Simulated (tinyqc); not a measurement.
# Insulator thickness and V0 from two charges

Inverse problem. In an undoped wire Vg - V0 = Q/Cox + Vt ln(Q/Q0) + Vt ln(1 + Q/Q0) at the source, with Q0 = 4 eps0 eps_r Vt/R and Cox = eps0 eox/(R ln(1 + tox/R)). Find Cox, tox and V0.

Inputs (values chosen for the exercise); material values those of a made-up semiconductor:
- T = 325 K (temperature)
- eps_r = 13.4 (relative permittivity of the semiconductor)
- eox = 21.9 (relative permittivity of the gate insulator)
- R = 15 nm (wire radius)

Constants: q = 1.602176634e-19 C, kB = 1.380649e-23 J/K, Vt = kB T/q, eps0 = 8.8541878128e-14 F/cm where lengths are in cm. Results are converted to the units shown.

Qs at Vg = 0.97 and 1.37 V (nC/cm^2): [443.74254, 1207.0361]

Answer. The two equations are linear in 1/Cox and V0; tox follows by inverting the logarithm.

Cox = 2.20 uF/cm^2
tox = 12.0 nm
V0 = 0.673 V

Program tinyqc, `OMP_NUM_THREADS=1 python tinyqc.py 2460056 2460057 out.jsonl`; Intel Xeon 2.30GHz, shared host, one thread, about 0.02 s.
